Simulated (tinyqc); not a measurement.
What each parameter does: trap in a gate oxide as a short-range spherical well.

A spherical well of radius R and depth V0 below the conduction edge, one mass m, c = hbar^2/2m0. The s level at binding Et solves k cot(k R) = -kappa with k = sqrt(m (V0 - Et)/c), kappa = sqrt(m Et/c); it exists for V0 > Vc = c (pi/2R)^2/m. Outside, psi falls as exp(-kappa r)/r.

Energies from the conduction edge of the channel. The trap level at depth x is E_T = dEc - Et - e Fox x (1 MV/cm = 0.01 eV/angstrom). An electron at the channel edge tunnels with the WKB exponent S = (4/3) sqrt(m/c) [dEc^(3/2) - (dEc - e Fox x)^(3/2)]/(e Fox), c = hbar^2/2m0; tau = t0 exp(S); the occupation is f = 1/(1 + exp((E_T - EF)/kB T)), tau_c = tau/f and tau_e = tau/(1 - f). Lattice relaxation is left out; a level below the channel edge needs phonons as well, so tau is then a lower bound, while a level above it can also empty elastically at its own energy, through a thinner barrier, faster than this tau.

Constants: hbar^2/2m0 = 3.80998211 eV angstrom^2; kB = 8.617333262e-05 eV/K.

Values chosen for the exercise (near those of HfO2 on Si; shifted at random, so the results belong to these values and not to a real crystal): R = 3.7 angstrom (radius of the well); V0 = 6.7 eV (depth of the well); m = 0.192 m0 (mass); dEc = 1.51 eV (conduction offset to the channel); Fox = 2 MV/cm (oxide field, lowering levels away from the channel); t0 = 0.67 x 1e-11 s (time constant at the interface); T = 300 K (temperature); EF = 0.03 eV (Fermi level above the channel edge); x = 12 angstrom (depth of the trap).

Et from the well, then the level and the time.

One parameter was then changed.

Results before and after:
```
case     Et (eV)  E_T (eV)  log10 tau (s)  ln(tau_c/tau_e)
base       1.041     0.229          -8.42              7.7
changed    1.291    -0.021          -8.28             -2.0
```

Which of these changes was made? (a) dEc = 1.39 eV; (b) x = 14 angstrom; (c) m = 0.211 m0; (d) V0 = 7.04 eV; (e) EF = 0.08 eV; (f) T = 350 K; (g) Fox = 3 MV/cm.

Answer: (c) m = 0.211 m0. Of the candidates, run in turn, only this one gives the changed row.

All candidates:
```
case             Et (eV)  E_T (eV)  log10 tau (s)  ln(tau_c/tau_e)
base               1.041     0.229          -8.42              7.7
x = 14 angstrom    1.041     0.189          -7.98              6.2
Fox = 3 MV/cm      1.041     0.109          -8.48              3.1
dEc = 1.39 eV      1.041     0.109          -8.54              3.1
m = 0.211 m0       1.291    -0.021          -8.28             -2.0
V0 = 7.04 eV       1.230     0.040          -8.42              0.4
T = 350 K          1.041     0.229          -8.42              6.6
EF = 0.08 eV       1.041     0.229          -8.42              5.8
```

(tinyqc, `OMP_NUM_THREADS=1 python tinyqc.py 1252427 1252428 out.jsonl`, Intel(R) Xeon(R) Processor @ 2.30GHz, 1 thread, shared host, about 0.01 s.)
